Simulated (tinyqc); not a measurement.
Stretching all distances: RHF, UHF, MP2, CISD and CCSD against full CI in the sto-6g basis, for BeH2, spin multiplicity 1. Computed by the program tinyqc with PySCF. All coordinates are multiplied by the scale. c0^2 is the weight of the RHF determinant in the lowest singlet FCI state (UHF is spin-contaminated and may lie near states of higher spin) and n(LUMO) the first natural occupation beyond the occupied space.

Geometry (angstrom):
```
atom       x        y       z
Be    0.0000   0.0000  0.0000
H     0.0000   1.3050  0.0000
H     0.0000  -1.3050  0.0000
```

Full CI energy (hartree) and errors against it (kcal/mol):
```
scale  distance 1-2 (angstrom)     E(FCI)      RHF     UHF     MP2    CISD   CCSD  <S^2> UHF   c0^2  n(LUMO)
0.880                    1.148  -15.73609   18.056  18.056   5.598   0.317  0.181      0.000  0.980    0.019
1.090                    1.422  -15.75186   24.884  24.884   8.720   0.613  0.298      0.000  0.966    0.036
1.300                    1.696  -15.69259   36.743  36.743  14.558   1.491  0.644      0.000  0.935    0.076
1.500                    1.958  -15.62005   54.153  50.724  23.690   3.657  1.525      0.445  0.877    0.157
1.920                    2.506  -15.51334  118.667  31.444  60.229  16.142  5.055      1.285  0.545    0.639
```

Estimate the missing row, scale = 1.71.

Computed row:
```
scale  distance 1-2 (angstrom)     E(FCI)     RHF     UHF     MP2   CISD   CCSD  <S^2> UHF   c0^2  n(LUMO)
1.710                    2.232  -15.55372  80.948  42.678  38.542  8.755  3.638      1.094  0.758    0.331
```

UHF parts from RHF first at scale 1.5 of those listed, where <S^2> leaves zero. The weight c0^2 goes from 0.98 to 0.55 and n(LUMO) from 0.02 to 0.64: static correlation grows as the bonds break into open-shell fragments. The spread of the error along the curve, which distorts its shape, is CCSD 4.9, CISD 15.8, UHF 32.7, MP2 54.6, RHF 100.6 kcal/mol. The table stops here: at scale 2.12 and beyond, the reference weight falls under 0.45 or RHF, UHF or CCSD hop between solutions, so those rows were left out and the spreads given cover only the rows shown. As computed, partly on other solutions, the errors there reach in size RHF 227, UHF 31, MP2 82, CISD 22, CCSD 3 kcal/mol.
